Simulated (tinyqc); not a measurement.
# One level coupled to a phonon between two leads, self-consistent Born approximation: what changes with what

Wide-band leads with mu_L = +V/2 and mu_R = -V/2; phonons in equilibrium, Nq = 1/(exp(w0/kB T) - 1). Scattering links only energies that differ by w0, so a ladder E_k = E1 + k w0 closes on itself; terms that reach past its ends are dropped. Gn and Gp are the electron and hole parts of the spectral function A = Gn + Gp.

Parameters, values chosen for the exercise: temperature of leads and phonons T = 77 K; phonon energy w0 = 50 meV; level ed = 73 meV; coupling to the left lead GL = 5.4 meV; coupling to the right lead GR = 17 meV; electron-phonon matrix element M = 10 meV; bias V = 73 mV.

Constants: q = 1.602176634e-19 C, kB = 1.380649e-23 J/K, h = 6.62607015e-34 J s, Vt = kB T/q. Results are converted to the units shown.

Each table varies one quantity; the others keep the values above.

## Current against bias

|G|^2 = 1/[(E - ed)^2 + (GL + GR + Sin + Sout)^2/4], Gn = |G|^2 (GL fL + GR fR + Sin), Gp = |G|^2 (GL (1 - fL) + GR (1 - fR) + Sout), f = 1/(1 + exp((E - mu)/kB T)). Sin(E) = M^2 [(Nq + 1) Gn(E + w0) + Nq Gn(E - w0)], Sout(E) = M^2 [(Nq + 1) Gp(E - w0) + Nq Gp(E + w0)]. Spectral currents into the level: iL = GL [fL Gp - (1 - fL) Gn], iR = GR [fR Gp - (1 - fR) Gn]. Here E - ed is replaced by E - ed - R(E), with the real part R(E) = (1/2 pi) P int [Sin + Sout](y) dy/(E - y). The total for one spin is I = (q/h) times the integral of iL over all E (all ladders, each long enough that its ends do not matter); the power given to phonons is (1/h) times the integral of E (iL + iR).

Current against bias:
```
V (mV)   I (uA)  I without phonons (uA)  ratio of the two  power to phonons (nW)  share of I V (%)
20      0.01505                 0.01465             1.027               3.822e-4            0.1270
55      0.04939                 0.04749             1.040                0.01202            0.4424
90       0.1210                  0.1140             1.061                0.07965            0.7315
125      0.3073                  0.2905             1.058                 0.3396            0.8839
160      0.6083                  0.6016             1.011                 0.9222            0.9475
195      0.7992                  0.8103            0.9863                  1.529            0.9812
230      0.8743                  0.8874            0.9852                  2.144             1.066
265      0.9116                  0.9183            0.9927                  2.742             1.135
300      0.9321                  0.9345            0.9974                  3.006             1.075
```

Read the table: what changes, and by how much?

I rises from 0.0150 to 0.932 uA; its ratio to the current without phonons moves up and down between 0.985 and 1.06, and the share of I V given to phonons goes from 0.127 through a maximum of 1.14 (at V = 265 mV among the rows listed) to 1.07 %. Emission at zero temperature needs V above w0 = 50 mV; the rest of I V is released in the leads.

## Effect of the coupling

Same model as above.

The same in every row: I without phonons (uA) = 0.07431.

Effect of the coupling:
```
M (meV)   I (uA)  ratio of the two  power to phonons (nW)  share of I V (%)
2.5      0.07453             1.003               0.002059           0.03785
7.1      0.07618             1.025                0.01717            0.3088
11.7     0.07958             1.071                0.04978            0.8569
16.2     0.08490             1.143                 0.1048             1.691
20.8     0.09292             1.251                 0.1956             2.884
25.4      0.1043             1.403                 0.3387             4.450
30        0.1199             1.613                 0.5585             6.382
```

The ratio to the current without phonons rises from 1.00 to 1.61, and the power to phonons rises from 0.00206 to 0.558 nW, as M^(2.03) between the first two rows (lowest order gives 2). Phonons raise the current here: the level lies outside the bias window, and broadening, sidebands and the shift R bring weight into it.

Range of the model: The self-consistent Born approximation keeps only non-crossing phonon lines and no Hartree shift; it is rough once the coupling nears the phonon energy.

Program tinyqc, `OMP_NUM_THREADS=1 python tinyqc.py 2720020 2720021 out.jsonl`; Intel Xeon 2.30GHz, shared host, one thread, about 0.06 s.
